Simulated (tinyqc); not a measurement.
Worked calculation: charge neutrality level from zone-averaged pseudopotential bands. Values are carried at full precision from step to step, so a last printed digit may differ when a step is redone from the rounded ones.

Empirical pseudopotential on the fcc lattice, atoms at +/- tau, tau = a (1,1,1)/8, no spin-orbit coupling. H(G,G') = c (2 pi/a)^2 |k + G|^2 delta + VS(q) cos(q.tau) + i VA(q) sin(q.tau), q = G - G', c = hbar^2/2m0; k and G in units of 2 pi/a; VS at |q|^2 = 3, 8, 11 and VA at 3, 4, 11, in rydberg, zero elsewhere. At each k the basis holds all G with |k + G|^2 up to 16; energies are counted from the fourth level at Gamma.

Mesh: k = sum_i (n_i + 1/2)/N b_i, n_i = 0 ... N - 1, b = (-1,1,1), (1,-1,1), (1,1,-1); points with the same sorted |kx|, |ky|, |kz| after folding to the shortest k + G are joined, with their count as weight. Neutrality (branch-point) level: E_N = (1/2) mean over k of [E5 + (E3 + E4)/2], E_n the n-th level from below.

Constants: hbar^2/2m0 = 3.80998211 eV angstrom^2; Ry = 13.60569312 eV.

Values chosen for the exercise (classic local form factors of the size used for Si, without spin-orbit coupling; the results hold for these values, not for the real material): a = 5.418 angstrom (lattice constant); VS = (-0.212, 0.041, 0.08) Ry (symmetric form factors); VA = (0, 0, 0) Ry (antisymmetric form factors); mesh = 4 (points along each reciprocal vector).

## Levels on the mesh

Diagonalise at each joined point.

Levels (eV):
```
kx          ky      kz  weight       E3       E4      E5      E6
0.1250  0.1250  0.1250       2  -0.2878  -0.2878  3.0978  3.8461
0.3750  0.1250  0.1250       6  -1.3755  -1.2933  2.6126  4.5609
0.3750  0.3750  0.1250       6  -2.4460  -0.8124  3.2486  4.4060
0.3750  0.3750  0.3750       2  -1.1723  -1.1723  2.0011  4.1003
0.6250  0.1250  0.1250       6  -2.8340  -2.3598  1.6508  3.2089
0.6250  0.3750  0.1250      12  -3.5266  -2.0492  3.3168  4.0615
0.6250  0.3750  0.3750       6  -2.4247  -1.6789  2.5793  4.0334
0.6250  0.6250  0.1250       6  -4.2311  -2.0176  2.1631  5.9979
0.8750  0.1250  0.1250       6  -3.6595  -2.8713  1.1198  2.2555
0.8750  0.3750  0.1250      12  -4.3048  -3.1474  2.7246  4.7102
```

## Gaps

Level 5 at Gamma, at the lowest of (f,0,0) with f = 0.8, 0.85, 0.9, 1, and at (1/2,1/2,1/2).

gaps to Gamma, Delta/X, L (eV): 3.3702  0.7908  1.8526

## The neutrality level

Energies are counted from the valence top at Gamma. E_N = (1/2) weighted mean of [E5 + (E3 + E4)/2]. Compare with half the smallest indirect gap, min(Delta/X, L)/2, and give the barrier for electrons in the limit of full pinning, min(gaps) - E_N.

mean of E5 = 2.5459 eV
mean of (E3 + E4)/2 = -2.5797 eV
E_N = -0.0169 eV
half the indirect gap = 0.3954 eV
pinned barrier for electrons = 0.8077 eV

E_N lies below the valence top by 0.017 eV. The two estimates differ by 0.41 eV; both rules are good to a few tenths of an eV only, so a position within that distance of a band edge or of mid-gap is not settled. Local form factors place the indirect gaps only to a few tenths of an eV, and E_N moves with them. Spin-orbit coupling, left out, would lift the valence top by a third of its splitting.

## Checks

- Sum of the weights against N^3: both 64.

Run: tinyqc, `OMP_NUM_THREADS=1 python tinyqc.py 1850413 1850414 out.jsonl`; Intel(R) Xeon(R) Processor @ 2.30GHz, one thread, shared host; about 0.1 s of CPU time with all checks.
